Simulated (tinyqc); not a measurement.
# Front-illuminated p-i-n photodiode, quantum efficiency and bandwidth: efficiency and bandwidth against the thickness of the depleted layer

Light enters through a p layer (0 to xp), a depleted layer (xp to xp + wi) and a thick n substrate, decaying as exp(-al x); one pass, no back reflection. Carriers made in the depleted layer are all collected; those in the neutral layers diffuse.

k = al Ln, s = S Ln/Dn, e = exp(-al xp); front layer f1 = (k/(k^2 - 1)) {[s + k - e (s cosh(xp/Ln) + sinh(xp/Ln))]/[s sinh(xp/Ln) + cosh(xp/Ln)] - k e}; depleted layer f2 = e (1 - exp(-al wi)); substrate f3 = e exp(-al wi) al Lp/(1 + al Lp); external efficiency (1 - Rf)(f1 + f2 + f3); responsivity = efficiency q lam/(h c). Drift response for pairs made in the depleted layer, a = al wi, g = 1 - exp(-a), u = 2 pi i f, te = wi/ve, th = wi/vh: electrons He = [g - a (exp(-a) - exp(-u te))/(u te - a)]/(u te g), holes Hh = [g - a (1 - exp(-a - u th))/(a + u th)]/(u th g); C = eps0 eps_r pi (dia/2)^2/wi + Cp; total |He + Hh|/sqrt(1 + (2 pi f RL C)^2), for the current of the depleted layer alone. Limits are the frequencies at which each factor falls to 1/sqrt(2); inverse-square sum (f_transit^-2 + f_RC^-2)^(-1/2); the diffusion currents f1 and f3 are left out of the bandwidth.

Inputs (values chosen for the exercise); values close to those of germanium at this wavelength: wavelength lam = 1310 nm; absorption coefficient al = 6780 1/cm; reflectance of the front face Rf = 0.05; relative permittivity eps_r = 15.4; thickness of the front p layer xp = 0.088 um; electron diffusion coefficient in the p layer Dn = 21 cm^2/s; electron diffusion length in the p layer Ln = 2.6 um; recombination velocity of the front surface S = 8000 cm/s; hole diffusion length in the thick n substrate Lp = 9.3 um; electron drift velocity ve = 5.99e6 cm/s; hole drift velocity vh = 4.31e6 cm/s; diameter dia = 98 um; load resistance RL = 50 ohm; parasitic capacitance Cp = 30 fF.

Constants: q = 1.602176634e-19 C, h = 6.62607015e-34 J s, c = 299792458 m/s, eps0 = 8.8541878128e-14 F/cm where lengths are in cm. Results are converted to the units shown.

Efficiency and bandwidth against the thickness of the depleted layer:
```
wi (um)	f2	f1 + f3	responsivity (A/W)	transit limit (GHz)	RC limit (GHz)	3 dB bandwidth (GHz)	inverse-square sum (GHz)	bandwidth x (1 - Rf) f2 (GHz)
0.3	0.1734	0.7213	0.8980	91.54	0.9204	0.9203	0.9204	0.1516
0.5	0.2709	0.6371	0.9114	55.36	1.525	1.524	1.525	0.3923
0.85	0.4127	0.5148	0.9309	32.99	2.567	2.556	2.559	1.002
1.4	0.5774	0.3725	0.9535	20.39	4.163	4.049	4.079	2.221
2.4	0.7570	0.2176	0.9782	12.19	6.942	5.842	6.033	4.201
4	0.8795	0.1118	0.9950	7.457	11.09	5.965	6.187	4.984
6.8	0.9327	0.06589	1.002	4.354	17.56	4.185	4.226	3.708
11	0.9415	0.05827	1.004	2.599	25.77	2.581	2.586	2.309
19	0.9421	0.05780	1.004	1.445	37.83	1.444	1.444	1.292
```

What does the table show?

As wi goes from 0.3 to 19, the responsivity rises from 0.898 to 1.00 A/W and the bandwidth goes from 0.920 through a maximum of 5.96 (at wi = 4 among the rows listed) to 1.44 GHz. The RC limit is the lower one for wi = 0.3, 0.5, 0.85, 1.4, 2.4, the transit limit elsewhere. Adding inverse squares of the two limits is within 3.7 % of the full result. The product of bandwidth and fast efficiency goes from 0.152 through a maximum of 4.98 (at wi = 4 among the rows listed) to 1.29 GHz. For wi = 0.3, 0.5, 0.85, 1.4 the diffusion currents exceed 0.3 of the drift current; their own response times, left out, may then shape the whole response.

Computed by the program tinyqc: `OMP_NUM_THREADS=1 python tinyqc.py 2250131 2250132 out.jsonl`, one thread of a shared Intel Xeon 2.30GHz, about 0.01 s for the whole run.
